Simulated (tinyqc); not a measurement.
Hueckel theory of the pi electrons, for the molecule C=C1C=CC=NC=C1 (SMILES; centres numbered as the heavy atoms are written), step by step. One step of it, computed by the program tinyqc.

Question. Orbitals. Diagonalise; E = alpha + x beta with beta < 0, so the largest x are filled first; degenerate levels share their electrons. P = sum n_i c_ri c_si; each orbital has its largest coefficient positive (the first on a tie).

Hueckel matrix in units of beta (H = alpha + beta A):
```
,1C,2C,3C,4C,5C,6N,7C,8C
1C,0.000000,1.000000,0.000000,0.000000,0.000000,0.000000,0.000000,0.000000
2C,1.000000,0.000000,1.000000,0.000000,0.000000,0.000000,0.000000,1.000000
3C,0.000000,1.000000,0.000000,1.000000,0.000000,0.000000,0.000000,0.000000
4C,0.000000,0.000000,1.000000,0.000000,1.000000,0.000000,0.000000,0.000000
5C,0.000000,0.000000,0.000000,1.000000,0.000000,1.000000,0.000000,0.000000
6N,0.000000,0.000000,0.000000,0.000000,1.000000,0.500000,1.000000,0.000000
7C,0.000000,0.000000,0.000000,0.000000,0.000000,1.000000,0.000000,1.000000
8C,0.000000,1.000000,0.000000,0.000000,0.000000,0.000000,1.000000,0.000000
```

pi electrons, sum of z_r less the charge = 8

Give: x values; occupations; coefficients; charge and bond-order matrix P.

Answer.

x values: 2.158  1.583  1.264  0.260  -0.357  -0.749  -1.687  -1.972

occupations: 2.000  2.000  2.000  2.000  0.000  0.000  0.000  0.000

coefficients:
```
,MO1,MO2,MO3,MO4,MO5,MO6,MO7,MO8
1C,0.192,-0.332,-0.069,0.693,-0.120,0.510,-0.037,-0.304
2C,0.415,-0.526,-0.088,0.180,0.043,-0.382,0.063,0.600
3C,0.340,-0.309,0.382,-0.270,0.559,-0.033,0.227,-0.453
4C,0.319,0.036,0.571,-0.250,-0.243,0.407,-0.445,0.293
5C,0.348,0.367,0.339,0.205,-0.472,-0.272,0.524,-0.126
6N,0.432,0.544,-0.142,0.304,0.411,-0.203,-0.439,-0.046
7C,0.368,0.223,-0.448,-0.278,0.119,0.525,0.436,0.239
8C,0.363,-0.191,-0.424,-0.376,-0.454,-0.191,-0.296,-0.426
```

charge and bond-order matrix P:
```
,1C,2C,3C,4C,5C,6N,7C,8C
1C,1.263,0.770,-0.091,-0.328,0.127,0.245,-0.329,-0.195
2C,0.770,0.976,0.442,0.036,-0.083,-0.080,0.049,0.441
3C,-0.091,0.442,0.860,0.766,0.158,-0.316,-0.080,0.243
4C,-0.328,0.036,0.766,0.983,0.533,0.000,-0.122,-0.079
5C,0.127,-0.083,0.158,0.533,0.825,0.727,0.002,-0.329
6N,0.245,-0.080,-0.316,0.000,0.727,1.190,0.519,-0.002
7C,-0.329,0.049,-0.080,-0.122,0.002,0.519,0.926,0.770
8C,-0.195,0.441,0.243,-0.079,-0.329,-0.002,0.770,0.978
```
